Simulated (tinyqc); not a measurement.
Surface potential of a MOS transistor: implicit equation and explicit approximations: two steps of the calculation.

p-type body, charge-sheet picture, depletion and inversion only, full ionisation (an idealisation for deep acceptors), Boltzmann statistics (rough once Na exp(x - xn) passes about Nc/7). In units of Vt: xg = (Vg - Vfb)/Vt, x = psi/Vt, G = gamma/sqrt(Vt), xn = (2 phiF + Vc)/Vt. The implicit equation is (xg - x)^2 = G^2 [x - 1 + exp(x - xn)] for x above about 3. Cox = eps0 eox/tox.

Values chosen for this exercise; band and dielectric values close to those of silicon: temperature T = 300 K; band gap Eg = 1.11 eV; relative permittivity eps_r = 11.5; conduction-band density of states at T Nc = 2.77e19 cm^-3; valence-band density of states at T Nv = 2.67e19 cm^-3; relative permittivity of the gate insulator (close to silicon dioxide) eox = 3.9; insulator thickness tox = 21 nm; acceptor density Na = 6.3e16 cm^-3; flat-band voltage Vfb = -0.41 V; channel-body voltage Vc = 0.5 V; gate-body voltage Vg = 1.77 V.

Constants: q = 1.602176634e-19 C, kB = 1.380649e-23 J/K, Vt = kB T/q, eps0 = 8.8541878128e-14 F/cm where lengths are in cm. Results are converted to the units shown.

Task 1. Scales. ni = sqrt(Nc Nv) exp(-Eg/(2 Vt)), Eg in volts; phiF = Vt ln(Na/ni); gamma = sqrt(2 q eps0 eps_r Na)/Cox; VT = Vfb + Vt (xn + G sqrt(xn - 1)).

Give: phiF; gamma; G; xn; VT; xg.

Result 1.

phiF = 0.39814 V
gamma = 0.87191 V^0.5
G = 5.4228
xn = 50.142
VT = 1.8690 V
xg = 84.326

Task 2. Explicit approximation. Depletion value a = 1 + [sqrt(G^2/4 + xg - 1) - G/2]^2; inversion value b = xn + ln[(xg - xn)^2/G^2 - xn + 1] and first guess y = min(a, b) - ln(1 + exp(-|a - b|)) if a > xn + 1, else b = y = a; one second-order correction with D = exp(y - xn), p = 2 (xg - y) + G^2 (1 + D), w = (xg - y)^2 - G^2 (y - 1 + D): z = y + 2 w/(p + sqrt(p^2 - 2 (2 - G^2 D) w)), or the Newton step z = y + w/p where the root is not real.

G = 5.4227882
xn = 50.142244
xg = 84.326165

Find: a; b; y; p; w; z.

Result 2.

a = 47.39
b = 47.39
y = 47.39
p = 105.2
w = -1.878
z = 47.37

The root of the implicit equation is x = 47.3732; y misses it by 0.018 and z by -1.7e-8, in units of Vt.

tinyqc, about 0.01 s, one thread, Intel Xeon 2.30GHz (shared host): `OMP_NUM_THREADS=1 python tinyqc.py 2122203 2122204 out.jsonl`
